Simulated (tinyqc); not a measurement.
Changing the central-cell strength A: effective-mass impurity with a central-cell term, in a basis of Slater functions. Computed by tinyqc, a small Python program. Command: `OMP_NUM_THREADS=1 python tinyqc.py 3010436 3010437 out.jsonl centralcell sweep`. One thread of a shared host (Intel(R) Xeon(R) Processor @ 2.30GHz), about 0.01 s of CPU time with the checks.

The envelope obeys H = -nabla^2 - (2/r) [Z + A exp(-kappa r)] in effective units, with kappa = a*/lambda; positive A deepens the well near the core.

Inputs (values chosen for the exercise, for a model semiconductor):
```
quantity,value,unit
effective mass m,1.23,m_0
dielectric constant eps,10,-
charge Z of the core,2,-
central-cell range lambda,1.3,angstrom
```

Impurity: acceptor, one isotropic band.

Constants: Ry = 13.605693123 eV; a_0 = 0.529177210903 angstrom.

Method:
- Units: Ry* = Ry m/eps^2 and a* = a_0 eps/m, with m in m_0.
- kappa = a*/lambda; the hydrogenic ground state is bound by Z^2 Ry*.
- For s functions exp(-zeta r), with s = zeta_i + zeta_j: S = 2/s^3, T = zeta_i zeta_j S, V = -2 Z/s^2, W = -2 A/(s + kappa)^2; each function is normalised by dividing by sqrt(S_ii S_jj).
- Large basis: zeta_i = 0.06 x 1.6^(i-1), i = 1..22, same formulas; for p functions r exp(-zeta r): S = 24/s^5, T = zeta_i zeta_j S (centrifugal term included), V = -12 Z/s^4, W = -12 A/(s + kappa)^4; overlap eigenvalues below 1e-11 are dropped.
- Binding energies are -E Ry*; the effective quantum number is nu = Z/sqrt(-E); |psi(0)|^2 is given relative to the hydrogenic Z^3/(pi a*^3).

One run for each value:
```
central-cell strength A,1s binding energy (meV),2s binding energy (meV),2p binding energy (meV),effective quantum number of 1s,relative |psi(0)|^2
-1.800,443.3,136.96,162.14,1.2289,0.156
-1.200,495.2,145.17,163.71,1.1627,0.288
-0.630,563.3,154.70,165.34,1.0901,0.522
-0.045,660.5,166.37,167.20,1.0067,0.954
0.540,795.8,179.88,169.27,0.9172,1.706
1.100,972.1,194.31,171.48,0.8298,2.873
1.700,1224.2,211.05,174.16,0.7395,4.794
2.300,1553.1,228.89,177.25,0.6565,7.603
2.900,1968.8,247.87,180.83,0.5831,11.493
```

Over the rows, 1s binding energy (meV) rises from 443 to 1970; 2s binding energy (meV) rises from 137 to 248; 2p binding energy (meV) rises from 162 to 181. The central cell acts through the density at the core, which is largest for 1s, smaller for 2s (an eighth for hydrogenic states) and zero for 2p.

Caution (all rows): the effective Bohr radius is only a few bond lengths, so the envelope approximation is rough. Caution (rows 2.30, 2.90): the density at the core is many times hydrogenic, so the result hangs on the model potential inside one cell, where the envelope picture is weak.

Extremes, crossings and ranges named in words are read from the listed rows.
